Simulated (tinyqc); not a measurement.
What moves the results: Lorentz oscillators and the Kramers-Kronig relations. A value that a table varies takes the place of the one given here.

eps(E) = 1 + sum_j S_j/(E0_j^2 - E^2 - i G_j E).

Kramers-Kronig: eps1(E) = 1 + (2/pi) P integral_0^infinity E1 eps2(E1)/(E1^2 - E^2) dE1. Maclaurin rule on the grid E_j = j h, j = 1 .. M: eps1(E_i) = 1 + (4 h/pi) sum over j with j - i odd of E_j eps2(E_j)/(E_j^2 - E_i^2); nothing is added above E_M.

n + i k = sqrt(eps1 + i eps2) with k >= 0; R = ((n - 1)^2 + k^2)/((n + 1)^2 + k^2) at normal incidence from vacuum; alpha = 2 E k/(hbar c), times 1e8 for 1/cm; loss function Im(-1/eps) = eps2/(eps1^2 + eps2^2).

Constants: hbar c = 1973.269805 eV angstrom.

Parameters, chosen for this exercise (line positions loosely like those of GaN; Lorentz tails absorb below the gap, where the real solid is clear; shifted at random, so the results belong to these values and not to a real crystal): E0 = (4.71, 7.05, 9.25) eV (resonances); G = (1.35, 1.2, 1.93) eV (widths); S = (13, 52.7, 104.6) eV^2 (strengths); h = 0.5 eV (grid step); M = 40 (grid points E_j = j h); E_t = 1 eV (energy below the first line); E = 10.48 eV (photon energy).

## Numerical transform against the formula

Every third grid point is listed; the error is the transform minus the formula.

Dielectric function:
```
E (eV)   eps2  eps1 formula  eps1 transform   error
1.00    0.094         3.929           3.880  -0.049
2.50    0.329         4.302           4.336   0.034
4.00    1.425         5.211           5.172  -0.039
5.50    1.977         4.381           4.489   0.108
7.00    7.312         3.607           3.521  -0.086
8.50    4.779         1.933           1.863  -0.070
10.00   3.740        -2.753          -2.735   0.018
11.50   0.989        -1.564          -1.601  -0.037
13.00   0.413        -0.671          -0.666   0.005
14.50   0.222        -0.191          -0.219  -0.027
16.00   0.136         0.097           0.091  -0.006
17.50   0.091         0.287           0.260  -0.027
19.00   0.065         0.420           0.397  -0.023
```

What does this show, and why?

The largest error listed is +0.108 at 5.50 eV. The rule samples every 2h = 1 eV and the narrowest line is 1.2 eV wide, so it is barely resolved. The grid ends at 20 eV, where eps2 is still 0.053; the error at the last point listed, nearest the missing tail, is -0.023.

## How far the spectrum must be known

The integrals are done by adaptive quadrature and cut at E_cut. f-sum share: (2/pi) integral of E eps2 over sum S. Static share: (2/pi) integral of eps2/E over eps(0) - 1.

Cut integrals:
```
E_cut (eV)  eps1(E_t)  f-sum share  static share
7.4             2.661        0.286         0.563
10.2            3.686        0.743         0.916
13.9            3.889        0.894         0.986
18.5            3.916        0.933         0.996
27.8            3.926        0.959         0.999
46.2            3.928        0.977         1.000
```

eps1(E_t) from the formula = 3.929

What can be read from the table?

Cut at 10.2 eV, just above the last line, eps1(E_t) lacks 0.243; cut at 46.2 eV it lacks 0.001. At 13.9 eV the static sum has reached 0.986 and the f-sum only 0.894: the f-sum weights eps2 by E and the static sum by 1/E, so the f-sum needs the far tail.

## Optical constants across the spectrum

Spectrum:
```
E (eV)    eps1   eps2      n      k      R   loss
1.39     3.988  0.138  1.997  0.034  0.111  0.009
3.28     4.717  0.636  2.177  0.146  0.139  0.028
5.17     4.014  2.178  2.071  0.526  0.147  0.104
7.06     3.033  7.339  2.342  1.567  0.312  0.116
8.96     0.941  6.117  1.888  1.620  0.311  0.160
10.85   -2.164  1.651  0.528  1.563  0.558  0.223
12.74   -0.787  0.470  0.254  0.923  0.580  0.559
14.63   -0.161  0.211  0.229  0.462  0.469  2.997
16.52    0.172  0.118  0.436  0.135  0.162  2.716
18.42    0.374  0.074  0.615  0.060  0.058  0.507
20.31    0.507  0.050  0.713  0.035  0.029  0.192
22.20    0.600  0.036  0.775  0.023  0.016  0.099
```

What can be read from the table?

Among the energies listed the largest values are at (eV): eps2 7.06; n 7.06; k 8.96; R 12.74; loss 14.63. eps1 crosses zero at 9.15 and 15.42 eV; the last crossing is upward and marks the plasmon, against sqrt(sum S) = 13.05 eV for free electrons.

## What each oscillator parameter does

At the energy E. Each row changes one parameter from the base and keeps the others.

Results:
```
case                            eps1   eps2      n      k      R
base                          -2.528  2.319  0.672  1.726  0.535
E0 = (4.946, 7.05, 9.25) eV   -2.531  2.320  0.672  1.727  0.535
G = (2.025, 1.2, 1.93) eV     -2.523  2.329  0.675  1.726  0.533
S = (15.6, 52.7, 104.6) eV^2  -2.557  2.323  0.670  1.734  0.537
E = 11.004 eV                 -2.012  1.448  0.483  1.498  0.565
```

What can be read from the table?

The largest shifts from the base row, up to three for each result and ties (the steps differ in size, so this ranks the rows, not the parameters). eps1: E +0.516, S -0.029, G +0.004, E0 -0.004. eps2: E -0.871, G +0.011, S +0.005. n: E -0.189, G +0.003, S -0.002; unchanged at the printed digits by E0. k: E -0.228, S +0.008, E0 +0.001; unchanged at the printed digits by G. R: E +0.031, S +0.003, G -0.001; unchanged at the printed digits by E0.

(tinyqc, `OMP_NUM_THREADS=1 python tinyqc.py 1680334 1680335 out.jsonl`, Intel(R) Xeon(R) Processor @ 2.30GHz, 1 thread, shared host, about 0.2 s.)
